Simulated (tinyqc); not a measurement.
UHF in the 6-311g basis, for H2, spin multiplicity 3, step by step (part 2 of 3). Computed by tinyqc, a small Python program that keeps every step (integrals from PySCF). Command: `OMP_NUM_THREADS=1 python tinyqc.py 20219 20220 out.jsonl` (the two numbers bound the seeds that draw the settings). One thread of a shared host (Intel(R) Xeon(R) Processor @ 2.60GHz), about 0.08 s of CPU time with the checks.

Geometry (angstrom):
```
atom        x        y        z
H     0.00000  0.00000  0.00000
H     0.00000  0.00000  0.90800
```

## Iteration 2: diagonalisation and new density

extrapolated F(alpha) (hartree), order 1H 1s, 1H 2s, 1H 3s, 2H 1s, 2H 2s, 2H 3s:
```
[[0.27614, -0.66807, -0.59398, -0.36831, -0.46447, -0.45755],
 [-0.66807, -0.58793, -0.54314, -0.46447, -0.52709, -0.48527],
 [-0.59398, -0.54314, -0.39326, -0.45755, -0.48527, -0.38217],
 [-0.36831, -0.46447, -0.45755, 0.27614, -0.66807, -0.59398],
 [-0.46447, -0.52709, -0.48527, -0.66807, -0.58793, -0.54314],
 [-0.45755, -0.48527, -0.38217, -0.59398, -0.54314, -0.39326]]
```

extrapolated F(beta) (hartree), order 1H 1s, 1H 2s, 1H 3s, 2H 1s, 2H 2s, 2H 3s:
```
[[0.94443, -0.03759, -0.16760, -0.20235, -0.15130, -0.14729],
 [-0.03759, 0.10573, -0.02810, -0.15130, -0.06881, -0.06422],
 [-0.16760, -0.02810, 0.02084, -0.14729, -0.06422, -0.00854],
 [-0.20235, -0.15130, -0.14729, 0.94443, -0.03759, -0.16760],
 [-0.15130, -0.06881, -0.06422, -0.03759, 0.10573, -0.02810],
 [-0.14729, -0.06422, -0.00854, -0.16760, -0.02810, 0.02084]]
```

X, order 1H 1s, 1H 2s, 1H 3s, 2H 1s, 2H 2s, 2H 3s:
```
[[1.37616, -0.75498, 0.21503, 0.03743, -0.00958, -0.03910],
 [-0.75498, 2.25875, -1.08428, -0.00958, -0.46166, 0.30740],
 [0.21503, -1.08428, 2.47960, -0.03910, 0.30740, -1.29769],
 [0.03743, -0.00958, -0.03910, 1.37616, -0.75498, 0.21503],
 [-0.00958, -0.46166, 0.30740, -0.75498, 2.25875, -1.08428],
 [-0.03910, 0.30740, -1.29769, 0.21503, -1.08428, 2.47960]]
```

D(alpha) after iteration 1, order 1H 1s, 1H 2s, 1H 3s, 2H 1s, 2H 2s, 2H 3s:
```
[[0.11224, 0.18426, 0.14985, -0.07035, -0.13083, -0.11719],
 [0.18426, 0.44459, 0.38175, -0.13083, -0.23647, -0.26323],
 [0.14985, 0.38175, 0.35261, -0.11719, -0.26323, -0.28493],
 [-0.07035, -0.13083, -0.11719, 0.11224, 0.18426, 0.14985],
 [-0.13083, -0.23647, -0.26323, 0.18426, 0.44459, 0.38175],
 [-0.11719, -0.26323, -0.28493, 0.14985, 0.38175, 0.35261]]
```

D(beta) after iteration 1, order 1H 1s, 1H 2s, 1H 3s, 2H 1s, 2H 2s, 2H 3s:
```
[[0.00000, 0.00000, 0.00000, 0.00000, 0.00000, 0.00000],
 [0.00000, 0.00000, 0.00000, 0.00000, 0.00000, 0.00000],
 [0.00000, 0.00000, 0.00000, 0.00000, 0.00000, 0.00000],
 [0.00000, 0.00000, 0.00000, 0.00000, 0.00000, 0.00000],
 [0.00000, 0.00000, 0.00000, 0.00000, 0.00000, 0.00000],
 [0.00000, 0.00000, 0.00000, 0.00000, 0.00000, 0.00000]]
```

overlap S, order 1H 1s, 1H 2s, 1H 3s, 2H 1s, 2H 2s, 2H 3s:
```
[[1.00000, 0.70638, 0.37366, 0.14604, 0.32970, 0.28261],
 [0.70638, 1.00000, 0.78896, 0.32970, 0.61899, 0.62687],
 [0.37366, 0.78896, 1.00000, 0.28261, 0.62687, 0.85964],
 [0.14604, 0.32970, 0.28261, 1.00000, 0.70638, 0.37366],
 [0.32970, 0.61899, 0.62687, 0.70638, 1.00000, 0.78896],
 [0.28261, 0.62687, 0.85964, 0.37366, 0.78896, 1.00000]]
```

Diagonalise F' = X^T F X, C = X C', fill 2 alpha and 0 beta electrons from the bottom; D(s) = C_occ C_occ^T; the new density keeps 0.2 of the old one (damping). Each column has its largest component positive (the first on a tie).

F' = X^T F X (alpha) (hartree):
```
[[1.39880, -1.31583, -0.06088, -0.05710, -0.12538, -0.10898],
 [-1.31583, 0.73947, -0.46028, -0.12538, -0.12774, -0.00048],
 [-0.06088, -0.46028, 0.12898, -0.10898, -0.00048, -0.12713],
 [-0.05710, -0.12538, -0.10898, 1.39880, -1.31583, -0.06088],
 [-0.12538, -0.12774, -0.00048, -1.31583, 0.73947, -0.46028],
 [-0.10898, -0.00048, -0.12713, -0.06088, -0.46028, 0.12898]]
```

orbital energies (alpha) (hartree): [-0.78921, -0.28474, 0.27181, 0.42778, 2.43618, 2.47268]

coefficients C (alpha), order 1H 1s, 1H 2s, 1H 3s, 2H 1s, 2H 2s, 2H 3s:
```
[[0.19823, 0.16830, -0.05472, -0.08992, -1.08157, -1.12454],
 [0.32275, 0.55402, -0.74417, -1.25224, 1.75256, 1.24534],
 [0.11132, 0.86881, 0.87361, 2.46115, -1.15002, -0.49002],
 [0.19823, -0.16830, -0.05472, 0.08992, 1.08157, -1.12454],
 [0.32275, -0.55402, -0.74417, 1.25224, -1.75256, 1.24534],
 [0.11132, -0.86881, 0.87361, -2.46115, 1.15002, -0.49002]]
```

F' = X^T F X (beta) (hartree):
```
[[1.84049, -1.03391, 0.07482, -0.05918, -0.10665, -0.07273],
 [-1.03391, 1.08613, -0.29465, -0.10665, -0.12291, 0.03585],
 [0.07482, -0.29465, 0.24243, -0.07273, 0.03585, -0.08977],
 [-0.05918, -0.10665, -0.07273, 1.84049, -1.03391, 0.07482],
 [-0.10665, -0.12291, 0.03585, -1.03391, 1.08613, -0.29465],
 [-0.07273, 0.03585, -0.08977, 0.07482, -0.29465, 0.24243]]
```

orbital energies (beta) (hartree): [-0.05828, 0.19622, 0.36215, 0.65798, 2.58671, 2.59333]

coefficients C (beta), order 1H 1s, 1H 2s, 1H 3s, 2H 1s, 2H 2s, 2H 3s:
```
[[0.13545, 0.08137, 0.06295, -0.09457, -1.09116, -1.13338],
 [0.15675, -0.11731, 0.84980, -1.46764, 1.66697, 1.20917],
 [0.32322, 1.96486, -0.83031, 1.76435, -1.07750, -0.47097],
 [0.13545, -0.08137, 0.06295, 0.09457, 1.09116, -1.13338],
 [0.15675, 0.11731, 0.84980, 1.46764, -1.66697, 1.20917],
 [0.32322, -1.96486, -0.83031, -1.76435, 1.07750, -0.47097]]
```

D(alpha) after iteration 2, order 1H 1s, 1H 2s, 1H 3s, 2H 1s, 2H 2s, 2H 3s:
```
[[0.07654, 0.16263, 0.16460, -0.00529, -0.04958, -0.12276],
 [0.16263, 0.41780, 0.49016, -0.04958, -0.20951, -0.40897],
 [0.16460, 0.49016, 0.68430, -0.12276, -0.40897, -0.65094],
 [-0.00529, -0.04958, -0.12276, 0.07654, 0.16263, 0.16460],
 [-0.04958, -0.20951, -0.40897, 0.16263, 0.41780, 0.49016],
 [-0.12276, -0.40897, -0.65094, 0.16460, 0.49016, 0.68430]]
```

D(beta) after iteration 2, order 1H 1s, 1H 2s, 1H 3s, 2H 1s, 2H 2s, 2H 3s:
```
[[0.00000, 0.00000, 0.00000, 0.00000, 0.00000, 0.00000],
 [0.00000, 0.00000, 0.00000, 0.00000, 0.00000, 0.00000],
 [0.00000, 0.00000, 0.00000, 0.00000, 0.00000, 0.00000],
 [0.00000, 0.00000, 0.00000, 0.00000, 0.00000, 0.00000],
 [0.00000, 0.00000, 0.00000, 0.00000, 0.00000, 0.00000],
 [0.00000, 0.00000, 0.00000, 0.00000, 0.00000, 0.00000]]
```

## Iteration 3: building the Fock matrix

core Hamiltonian H = T + V (hartree), order 1H 1s, 1H 2s, 1H 3s, 2H 1s, 2H 2s, 2H 3s:
```
[[-0.38945, -0.92212, -0.62513, -0.39873, -0.57314, -0.49710],
 [-0.92212, -0.97573, -0.80617, -0.57314, -0.76482, -0.69913],
 [-0.62513, -0.80617, -0.78204, -0.49710, -0.69913, -0.71788],
 [-0.39873, -0.57314, -0.49710, -0.38945, -0.92212, -0.62513],
 [-0.57314, -0.76482, -0.69913, -0.92212, -0.97573, -0.80617],
 [-0.49710, -0.69913, -0.71788, -0.62513, -0.80617, -0.78204]]
```

nuclear repulsion = 0.5827943 hartree

Given earlier and not repeated: Two-electron integrals (ij|kl) in chemists' order.

J_ij = sum D_kl (ij|kl) with D = D(alpha) + D(beta), K_ij = sum D_kl (ik|jl) for each spin; F = H + J - K(s); E = tr D H + tr D J / 2 - 0.5 sum_s tr D(s) K(s) + E_nn.

Coulomb J (hartree), order 1H 1s, 1H 2s, 1H 3s, 2H 1s, 2H 2s, 2H 3s:
```
[[1.33562, 0.88436, 0.45730, 0.19700, 0.42238, 0.34984],
 [0.88436, 1.07961, 0.77645, 0.42238, 0.69567, 0.63388],
 [0.45730, 0.77645, 0.80107, 0.34984, 0.63388, 0.70778],
 [0.19700, 0.42238, 0.34984, 1.33562, 0.88436, 0.45730],
 [0.42238, 0.69567, 0.63388, 0.88436, 1.07961, 0.77645],
 [0.34984, 0.63388, 0.70778, 0.45730, 0.77645, 0.80107]]
```

exchange K(alpha) (hartree), order 1H 1s, 1H 2s, 1H 3s, 2H 1s, 2H 2s, 2H 3s:
```
[[0.66702, 0.61788, 0.41269, 0.16652, 0.31318, 0.30235],
 [0.61788, 0.67948, 0.50163, 0.31318, 0.45601, 0.41137],
 [0.41269, 0.50163, 0.40149, 0.30235, 0.41137, 0.36143],
 [0.16652, 0.31318, 0.30235, 0.66702, 0.61788, 0.41269],
 [0.31318, 0.45601, 0.41137, 0.61788, 0.67948, 0.50163],
 [0.30235, 0.41137, 0.36143, 0.41269, 0.50163, 0.40149]]
```

exchange K(beta) (hartree), order 1H 1s, 1H 2s, 1H 3s, 2H 1s, 2H 2s, 2H 3s:
```
[[0.00000, 0.00000, 0.00000, 0.00000, 0.00000, 0.00000],
 [0.00000, 0.00000, 0.00000, 0.00000, 0.00000, 0.00000],
 [0.00000, 0.00000, 0.00000, 0.00000, 0.00000, 0.00000],
 [0.00000, 0.00000, 0.00000, 0.00000, 0.00000, 0.00000],
 [0.00000, 0.00000, 0.00000, 0.00000, 0.00000, 0.00000],
 [0.00000, 0.00000, 0.00000, 0.00000, 0.00000, 0.00000]]
```

F(alpha) (hartree), order 1H 1s, 1H 2s, 1H 3s, 2H 1s, 2H 2s, 2H 3s:
```
[[0.27915, -0.65563, -0.58052, -0.36825, -0.46393, -0.44961],
 [-0.65563, -0.57560, -0.53134, -0.46393, -0.52515, -0.47662],
 [-0.58052, -0.53134, -0.38247, -0.44961, -0.47662, -0.37154],
 [-0.36825, -0.46393, -0.44961, 0.27915, -0.65563, -0.58052],
 [-0.46393, -0.52515, -0.47662, -0.65563, -0.57560, -0.53134],
 [-0.44961, -0.47662, -0.37154, -0.58052, -0.53134, -0.38247]]
```

F(beta) (hartree), order 1H 1s, 1H 2s, 1H 3s, 2H 1s, 2H 2s, 2H 3s:
```
[[0.94617, -0.03775, -0.16783, -0.20174, -0.15075, -0.14726],
 [-0.03775, 0.10388, -0.02971, -0.15075, -0.06914, -0.06525],
 [-0.16783, -0.02971, 0.01903, -0.14726, -0.06525, -0.01010],
 [-0.20174, -0.15075, -0.14726, 0.94617, -0.03775, -0.16783],
 [-0.15075, -0.06914, -0.06525, -0.03775, 0.10388, -0.02971],
 [-0.14726, -0.06525, -0.01010, -0.16783, -0.02971, 0.01903]]
```

total energy of this density = -0.8115048 hartree

This density is a damped mixture and is not idempotent.

## Iteration 3: DIIS over 3 matrices

error matrix X^T (FDS - SDF) X (alpha):
```
[[0.00000, 0.00551, -0.00537, 0.00000, -0.04096, -0.03640],
 [-0.00551, 0.00000, 0.00266, 0.04096, 0.00000, -0.01028],
 [0.00537, -0.00266, 0.00000, 0.03640, 0.01028, 0.00000],
 [0.00000, -0.04096, -0.03640, 0.00000, 0.00551, -0.00537],
 [0.04096, 0.00000, -0.01028, -0.00551, 0.00000, 0.00266],
 [0.03640, 0.01028, 0.00000, 0.00537, -0.00266, 0.00000]]
```

B (overlaps of the stored error matrices):
```
[[1.6286462e+00, 5.6581721e-01, 1.3012962e-01],
 [5.6581721e-01, 2.0403765e-01, 4.9184410e-02],
 [1.3012962e-01, 4.9184410e-02, 1.2695593e-02]]
```

Minimise |sum c_i e_i|^2 with sum c_i = 1: solve [B -1; -1 0][c; lambda] = [0; -1] with B_ij = tr e_i^T e_j summed over both spins, and take F = sum c_i F_i.

DIIS coefficients: [0.16206, -0.85484, 1.69278]

extrapolated F(alpha) (hartree), order 1H 1s, 1H 2s, 1H 3s, 2H 1s, 2H 2s, 2H 3s:
```
[[0.27379, -0.66185, -0.58309, -0.39582, -0.48261, -0.45493],
 [-0.66185, -0.58110, -0.53053, -0.48261, -0.53452, -0.47491],
 [-0.58309, -0.53053, -0.37698, -0.45493, -0.47491, -0.36423],
 [-0.39582, -0.48261, -0.45493, 0.27379, -0.66185, -0.58309],
 [-0.48261, -0.53452, -0.47491, -0.66185, -0.58110, -0.53053],
 [-0.45493, -0.47491, -0.36423, -0.58309, -0.53053, -0.37698]]
```

extrapolated F(beta) (hartree), order 1H 1s, 1H 2s, 1H 3s, 2H 1s, 2H 2s, 2H 3s:
```
[[0.93693, -0.04354, -0.17078, -0.20252, -0.15310, -0.14942],
 [-0.04354, 0.09742, -0.03410, -0.15310, -0.07323, -0.06895],
 [-0.17078, -0.03410, 0.01527, -0.14942, -0.06895, -0.01368],
 [-0.20252, -0.15310, -0.14942, 0.93693, -0.04354, -0.17078],
 [-0.15310, -0.07323, -0.06895, -0.04354, 0.09742, -0.03410],
 [-0.14942, -0.06895, -0.01368, -0.17078, -0.03410, 0.01527]]
```

## Iteration 3: diagonalisation and new density

As before.

F' = X^T F X (alpha) (hartree):
```
[[1.38701, -1.30025, -0.05086, -0.07793, -0.14556, -0.10588],
 [-1.30025, 0.74123, -0.45796, -0.14556, -0.14356, 0.00837],
 [-0.05086, -0.45796, 0.12581, -0.10588, 0.00837, -0.11075],
 [-0.07793, -0.14556, -0.10588, 1.38701, -1.30025, -0.05086],
 [-0.14556, -0.14356, 0.00837, -1.30025, 0.74123, -0.45796],
 [-0.10588, 0.00837, -0.11075, -0.05086, -0.45796, 0.12581]]
```

orbital energies (alpha) (hartree): [-0.79000, -0.26045, 0.25951, 0.43023, 2.41650, 2.45230]

coefficients C (alpha), order 1H 1s, 1H 2s, 1H 3s, 2H 1s, 2H 2s, 2H 3s:
```
[[0.20128, 0.16050, -0.05464, -0.10122, -1.08175, -1.12400],
 [0.33854, 0.49765, -0.73099, -1.27249, 1.75489, 1.24894],
 [0.09108, 0.98411, 0.87398, 2.41251, -1.16016, -0.49353],
 [0.20128, -0.16050, -0.05464, 0.10122, 1.08175, -1.12400],
 [0.33854, -0.49765, -0.73099, 1.27249, -1.75489, 1.24894],
 [0.09108, -0.98411, 0.87398, -2.41251, 1.16016, -0.49353]]
```

F' = X^T F X (beta) (hartree):
```
[[1.83381, -1.03506, 0.07491, -0.05859, -0.10570, -0.07283],
 [-1.03506, 1.07783, -0.29614, -0.10570, -0.12171, 0.03518],
 [0.07491, -0.29614, 0.24075, -0.07283, 0.03518, -0.09136],
 [-0.05859, -0.10570, -0.07283, 1.83381, -1.03506, 0.07491],
 [-0.10570, -0.12171, 0.03518, -1.03506, 1.07783, -0.29614],
 [-0.07283, 0.03518, -0.09136, 0.07491, -0.29614, 0.24075]]
```

orbital energies (beta) (hartree): [-0.06519, 0.19324, 0.35868, 0.64985, 2.58095, 2.58726]

coefficients C (beta), order 1H 1s, 1H 2s, 1H 3s, 2H 1s, 2H 2s, 2H 3s:
```
[[0.13519, 0.08166, 0.06275, -0.09398, -1.09119, -1.13343],
 [0.16097, -0.10183, 0.84870, -1.46839, 1.66732, 1.20938],
 [0.31942, 1.94671, -0.83154, 1.78345, -1.07899, -0.47140],
 [0.13519, -0.08166, 0.06275, 0.09398, 1.09119, -1.13343],
 [0.16097, 0.10183, 0.84870, 1.46839, -1.66732, 1.20938],
 [0.31942, -1.94671, -0.83154, -1.78345, 1.07899, -0.47140]]
```

D(alpha) after iteration 3, order 1H 1s, 1H 2s, 1H 3s, 2H 1s, 2H 2s, 2H 3s:
```
[[0.06833, 0.15094, 0.17395, 0.01075, -0.01930, -0.13624],
 [0.15094, 0.37338, 0.51450, -0.01930, -0.14834, -0.44892],
 [0.17395, 0.51450, 0.91827, -0.13624, -0.44892, -0.89833],
 [0.01075, -0.01930, -0.13624, 0.06833, 0.15094, 0.17395],
 [-0.01930, -0.14834, -0.44892, 0.15094, 0.37338, 0.51450],
 [-0.13624, -0.44892, -0.89833, 0.17395, 0.51450, 0.91827]]
```

D(beta) after iteration 3, order 1H 1s, 1H 2s, 1H 3s, 2H 1s, 2H 2s, 2H 3s:
```
[[0.00000, 0.00000, 0.00000, 0.00000, 0.00000, 0.00000],
 [0.00000, 0.00000, 0.00000, 0.00000, 0.00000, 0.00000],
 [0.00000, 0.00000, 0.00000, 0.00000, 0.00000, 0.00000],
 [0.00000, 0.00000, 0.00000, 0.00000, 0.00000, 0.00000],
 [0.00000, 0.00000, 0.00000, 0.00000, 0.00000, 0.00000],
 [0.00000, 0.00000, 0.00000, 0.00000, 0.00000, 0.00000]]
```

## Iteration 4: building the Fock matrix

As before.

Coulomb J (hartree), order 1H 1s, 1H 2s, 1H 3s, 2H 1s, 2H 2s, 2H 3s:
```
[[1.32018, 0.87487, 0.45249, 0.19529, 0.41820, 0.34623],
 [0.87487, 1.06947, 0.76974, 0.41820, 0.68909, 0.62820],
 [0.45249, 0.76974, 0.79552, 0.34623, 0.62820, 0.70256],
 [0.19529, 0.41820, 0.34623, 1.32018, 0.87487, 0.45249],
 [0.41820, 0.68909, 0.62820, 0.87487, 1.06947, 0.76974],
 [0.34623, 0.62820, 0.70256, 0.45249, 0.76974, 0.79552]]
```

exchange K(alpha) (hartree), order 1H 1s, 1H 2s, 1H 3s, 2H 1s, 2H 2s, 2H 3s:
```
[[0.65814, 0.61596, 0.41220, 0.19012, 0.32721, 0.30499],
 [0.61596, 0.67762, 0.49754, 0.32721, 0.46073, 0.40704],
 [0.41220, 0.49754, 0.39476, 0.30499, 0.40704, 0.35293],
 [0.19012, 0.32721, 0.30499, 0.65814, 0.61596, 0.41220],
 [0.32721, 0.46073, 0.40704, 0.61596, 0.67762, 0.49754],
 [0.30499, 0.40704, 0.35293, 0.41220, 0.49754, 0.39476]]
```

exchange K(beta) (hartree), order 1H 1s, 1H 2s, 1H 3s, 2H 1s, 2H 2s, 2H 3s:
```
[[0.00000, 0.00000, 0.00000, 0.00000, 0.00000, 0.00000],
 [0.00000, 0.00000, 0.00000, 0.00000, 0.00000, 0.00000],
 [0.00000, 0.00000, 0.00000, 0.00000, 0.00000, 0.00000],
 [0.00000, 0.00000, 0.00000, 0.00000, 0.00000, 0.00000],
 [0.00000, 0.00000, 0.00000, 0.00000, 0.00000, 0.00000],
 [0.00000, 0.00000, 0.00000, 0.00000, 0.00000, 0.00000]]
```

F(alpha) (hartree), order 1H 1s, 1H 2s, 1H 3s, 2H 1s, 2H 2s, 2H 3s:
```
[[0.27259, -0.66320, -0.58483, -0.39356, -0.48215, -0.45586],
 [-0.66320, -0.58387, -0.53396, -0.48215, -0.53646, -0.47797],
 [-0.58483, -0.53396, -0.38128, -0.45586, -0.47797, -0.36826],
 [-0.39356, -0.48215, -0.45586, 0.27259, -0.66320, -0.58483],
 [-0.48215, -0.53646, -0.47797, -0.66320, -0.58387, -0.53396],
 [-0.45586, -0.47797, -0.36826, -0.58483, -0.53396, -0.38128]]
```

F(beta) (hartree), order 1H 1s, 1H 2s, 1H 3s, 2H 1s, 2H 2s, 2H 3s:
```
[[0.93073, -0.04725, -0.17263, -0.20344, -0.15493, -0.15086],
 [-0.04725, 0.09375, -0.03643, -0.15493, -0.07573, -0.07093],
 [-0.17263, -0.03643, 0.01348, -0.15086, -0.07093, -0.01533],
 [-0.20344, -0.15493, -0.15086, 0.93073, -0.04725, -0.17263],
 [-0.15493, -0.07573, -0.07093, -0.04725, 0.09375, -0.03643],
 [-0.15086, -0.07093, -0.01533, -0.17263, -0.03643, 0.01348]]
```

total energy of this density = -0.8367626 hartree

This density is a damped mixture and is not idempotent.

## Iteration 4: DIIS over 3 matrices

error matrix X^T (FDS - SDF) X (alpha):
```
[[0.00000, 0.00119, -0.00038, 0.00000, -0.00863, -0.00861],
 [-0.00119, 0.00000, 0.00161, 0.00863, 0.00000, -0.00360],
 [0.00038, -0.00161, 0.00000, 0.00861, 0.00360, 0.00000],
 [0.00000, -0.00863, -0.00861, 0.00000, 0.00119, -0.00038],
 [0.00863, 0.00000, -0.00360, -0.00119, 0.00000, 0.00161],
 [0.00861, 0.00360, 0.00000, 0.00038, -0.00161, 0.00000]]
```

B (overlaps of the stored error matrices):
```
[[2.0403765e-01, 4.9184410e-02, 1.0711108e-02],
 [4.9184410e-02, 1.2695593e-02, 2.8667248e-03],
 [1.0711108e-02, 2.8667248e-03, 6.6293173e-04]]
```

As before.

DIIS coefficients: [0.04038, -0.48108, 1.44070]

extrapolated F(alpha) (hartree), order 1H 1s, 1H 2s, 1H 3s, 2H 1s, 2H 2s, 2H 3s:
```
[[0.27037, -0.66546, -0.58601, -0.40177, -0.48817, -0.45778],
 [-0.66546, -0.58651, -0.53481, -0.48817, -0.54038, -0.47846],
 [-0.58601, -0.53481, -0.38098, -0.45778, -0.47846, -0.36724],
 [-0.40177, -0.48817, -0.45778, 0.27037, -0.66546, -0.58601],
 [-0.48817, -0.54038, -0.47846, -0.66546, -0.58651, -0.53481],
 [-0.45778, -0.47846, -0.36724, -0.58601, -0.53481, -0.38098]]
```

extrapolated F(beta) (hartree), order 1H 1s, 1H 2s, 1H 3s, 2H 1s, 2H 2s, 2H 3s:
```
[[0.92496, -0.05082, -0.17445, -0.20409, -0.15651, -0.15222],
 [-0.05082, 0.08991, -0.03897, -0.15651, -0.07821, -0.07307],
 [-0.17445, -0.03897, 0.01138, -0.15222, -0.07307, -0.01730],
 [-0.20409, -0.15651, -0.15222, 0.92496, -0.05082, -0.17445],
 [-0.15651, -0.07821, -0.07307, -0.05082, 0.08991, -0.03897],
 [-0.15222, -0.07307, -0.01730, -0.17445, -0.03897, 0.01138]]
```

## Iteration 4: diagonalisation and new density

As before.

F' = X^T F X (alpha) (hartree):
```
[[1.38430, -1.29931, -0.05209, -0.08172, -0.14858, -0.10550],
 [-1.29931, 0.73843, -0.45929, -0.14858, -0.14666, 0.00943],
 [-0.05209, -0.45929, 0.12119, -0.10550, 0.00943, -0.10852],
 [-0.08172, -0.14858, -0.10550, 1.38430, -1.29931, -0.05209],
 [-0.14858, -0.14666, 0.00943, -1.29931, 0.73843, -0.45929],
 [-0.10550, 0.00943, -0.10852, -0.05209, -0.45929, 0.12119]]
```

orbital energies (alpha) (hartree): [-0.79735, -0.26294, 0.25636, 0.43037, 2.41339, 2.44802]

coefficients C (alpha), order 1H 1s, 1H 2s, 1H 3s, 2H 1s, 2H 2s, 2H 3s:
```
[[0.20170, 0.15942, -0.05426, -0.10230, -1.08181, -1.12394],
 [0.33969, 0.48634, -0.73027, -1.27757, 1.75437, 1.24906],
 [0.08944, 1.00579, 0.87415, 2.40389, -1.15946, -0.49353],
 [0.20170, -0.15942, -0.05426, 0.10230, 1.08181, -1.12394],
 [0.33969, -0.48634, -0.73027, 1.27757, -1.75437, 1.24906],
 [0.08944, -1.00579, 0.87415, -2.40389, 1.15946, -0.49353]]
```

F' = X^T F X (beta) (hartree):
```
[[1.82135, -1.03554, 0.07424, -0.05842, -0.10600, -0.07299],
 [-1.03554, 1.07213, -0.29694, -0.10600, -0.12201, 0.03461],
 [0.07424, -0.29694, 0.23972, -0.07299, 0.03461, -0.09204],
 [-0.05842, -0.10600, -0.07299, 1.82135, -1.03554, 0.07424],
 [-0.10600, -0.12201, 0.03461, -1.03554, 1.07213, -0.29694],
 [-0.07299, 0.03461, -0.09204, 0.07424, -0.29694, 0.23972]]
```

orbital energies (beta) (hartree): [-0.07180, 0.19119, 0.35467, 0.64343, 2.57105, 2.57786]

coefficients C (beta), order 1H 1s, 1H 2s, 1H 3s, 2H 1s, 2H 2s, 2H 3s:
```
[[0.13653, 0.08262, 0.06304, -0.09546, -1.09099, -1.13325],
 [0.16725, -0.09232, 0.84580, -1.46594, 1.67004, 1.21057],
 [0.31273, 1.93484, -0.83361, 1.79464, -1.08178, -0.47223],
 [0.13653, -0.08262, 0.06304, 0.09546, 1.09099, -1.13325],
 [0.16725, 0.09232, 0.84580, 1.46594, -1.67004, 1.21057],
 [0.31273, -1.93484, -0.83361, -1.79464, 1.08178, -0.47223]]
```

D(alpha) after iteration 4, order 1H 1s, 1H 2s, 1H 3s, 2H 1s, 2H 2s, 2H 3s:
```
[[0.06654, 0.14702, 0.17749, 0.01436, -0.01107, -0.14109],
 [0.14702, 0.35621, 0.51853, -0.01107, -0.12658, -0.45680],
 [0.17749, 0.51853, 0.99934, -0.14109, -0.45680, -0.98255],
 [0.01436, -0.01107, -0.14109, 0.06654, 0.14702, 0.17749],
 [-0.01107, -0.12658, -0.45680, 0.14702, 0.35621, 0.51853],
 [-0.14109, -0.45680, -0.98255, 0.17749, 0.51853, 0.99934]]
```

D(beta) after iteration 4, order 1H 1s, 1H 2s, 1H 3s, 2H 1s, 2H 2s, 2H 3s:
```
[[0.00000, 0.00000, 0.00000, 0.00000, 0.00000, 0.00000],
 [0.00000, 0.00000, 0.00000, 0.00000, 0.00000, 0.00000],
 [0.00000, 0.00000, 0.00000, 0.00000, 0.00000, 0.00000],
 [0.00000, 0.00000, 0.00000, 0.00000, 0.00000, 0.00000],
 [0.00000, 0.00000, 0.00000, 0.00000, 0.00000, 0.00000],
 [0.00000, 0.00000, 0.00000, 0.00000, 0.00000, 0.00000]]
```
